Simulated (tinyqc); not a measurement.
Slow cooling against a quench: self-consistent Fermi level with native defects, at growth and after a quench. Computed by tinyqc, a small Python program. Command: `OMP_NUM_THREADS=1 python tinyqc.py 3015895 3015896 out.jsonl scfermi walk`. One thread of a shared host (Intel(R) Xeon(R) Processor @ 2.30GHz), about 0.06 s of CPU time with the checks.

Energies are counted from the top of the valence band (VBM); when the gap shrinks with temperature the conduction band moves and the levels stay. D and A draw on one reservoir with opposite signs, as the two vacancies of a compound do.

Inputs (values chosen for the exercise, with bands modelled on GaP):

| quantity | value | unit |
|---|---|---|
| gap E_g at 300 K | 2.26 | eV |
| slope -dE_g/dT above 300 K | 0.00048 | eV/K |
| electron mass m_e | 0.511 | m_0 |
| valleys M_c | 3 | - |
| hole mass m_h | 0.801 | m_0 |
| E_f of the neutral native donor D | 1.822 | eV |
| E_f of the neutral native acceptor A | 2.363 | eV |
| shift s of the chemical potential | -0.25 | eV |
| site density N_s | 4.8e+22 | cm^-3 |
| growth temperature T_g | 1270 | K |
| temperature of use T | 300 | K |

Added shallow dopant: none.

levels of D above the VBM, most positive state first (eV): 1.41  1.47  1.5

levels of A above the VBM, (0/-1) first (eV): 1.23  1.27

Constants: m_0 = 9.1093837015e-31 kg; k_B = 1.380649e-23 J/K; h = 6.62607015e-34 J s; k_B = 8.617333262e-05 eV/K.

Method:
- E_f(D, 0) = input + s and E_f(A, 0) = input - s; E_f(q, E_F = 0) follows from the levels, eps(q/q-1) = E_f(q - 1) - E_f(q) at E_F = 0.
- E_g(T) = E_g - slope x max(0, T - 300 K).
- N_c = 2 M_c (2 pi m_e k_B T/h^2)^(3/2) and N_v = 2 (2 pi m_h k_B T/h^2)^(3/2), masses in units of m_0.
- At growth T = T_g.
- n = N_c F_1/2((E_F - E_g)/k_B T), p = N_v F_1/2(-E_F/k_B T).
- F_1/2(eta) = (2/sqrt(pi)) int_0^infinity sqrt(x)/(1 + exp(x - eta)) dx, by the trapezoid rule in t = sqrt(x) with step 0.02 up to t = 12 (for eta < -12 by exp(eta) - exp(2 eta)/2^(3/2)).
- In equilibrium c_q = N_s exp(-(E_f(q, 0) + q E_F)/k_B T).
- Net charge = p - n + sum q c_q; the log ratio is ln(positive charge/negative charge).
- E_F is the root of the log ratio, by 50 bisections between -0.5 eV and E_g + 0.5 eV.
- After a quench the totals of D and A stay as grown, and each is shared among its charge states with weights exp(-(E_f(q, 0) + q E_F)/k_B T).
- Each E_F by bisection; full equilibrium lets the defects form and vanish at every T.

E_f(q, E_F = 0) (eV): D(+3) -2.808, D(+2) -1.398, D(+1) 0.072, D(0) 1.572, A(0) 2.613, A(-1) 3.843, A(-2) 5.113

total D = 1.44585e+18 cm^-3

total A = 1.70363e+13 cm^-3

Two histories (densities in cm^-3):

| T (K) | E_F, equilibrium (eV) | n | p | all defects | E_F, frozen (eV) | n, frozen | p, frozen |
|---|---|---|---|---|---|---|---|
| 1080 | 1.3346 | 5.0378e+17 | 7.2698e+13 | 1.9756e+17 | 1.4670 | 2.0828e+18 | 1.7532e+13 |
| 880 | 1.3336 | 2.6861e+16 | 2.0827e+12 | 1.0148e+16 | 1.5708 | 6.1202e+17 | 9.1268e+10 |
| 690 | 1.3315 | 3.6914e+14 | 1.1818e+10 | 1.3422e+14 | 1.6620 | 9.5842e+16 | 4.5502e+07 |
| 490 | 1.3278 | 1.2855e+11 | 8.2760e+05 | 4.4840e+10 | 1.7565 | 3.2953e+15 | 3.2285e+01 |
| 300 | 1.3225 | 4.8961e+03 | 1.0919e-03 | 1.6502e+03 | 1.7753 | 1.9819e+11 | 2.6973e-11 |

At 300 K equilibrium would leave 1650 defects per cm^3 against 1.45e18 frozen in, and E_F differs by +0.453 eV. The majority density of the quenched sample is 4.0e7 times the equilibrium one. Real samples lie between, set by the temperature at which diffusion stops.
